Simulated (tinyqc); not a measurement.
Scattering mobility, thermal velocity and mass from two apparent mobilities.

Problem. 1/mu_app = 1/mu_0 + 1/mu_B with the ballistic mobility mu_B = vT L/(2 Vt) and vT = sqrt(2 kB T/(pi m)) (non-degenerate carriers); the mean free path is 2 Vt mu_0/vT. Find mu_0, vT, m and the mean free path.

Inputs (values chosen for the exercise):

| symbol | value | unit | meaning |
|---|---|---|---|
| T | 300 | K | temperature |

Constants: q = 1.602176634e-19 C, kB = 1.380649e-23 J/K, m0 = 9.1093837015e-31 kg, Vt = kB T/q. Results are converted to the units shown.

apparent mobility at L = 25 and 400 nm (cm^2/(V s)): 346.59744  1109.2890

Solution. 1/mu_app is linear in 1/L: the slope is 2 Vt/vT and the intercept 1/mu_0.

mu_0 = 1300 cm^2/(V s)
vT = 9.774e6 cm/s
m = 0.3030 m0
mean free path = 68.77 nm

Program tinyqc, `OMP_NUM_THREADS=1 python tinyqc.py 2380002 2380003 out.jsonl`; Intel Xeon 2.30GHz, shared host, one thread, about 0.01 s.
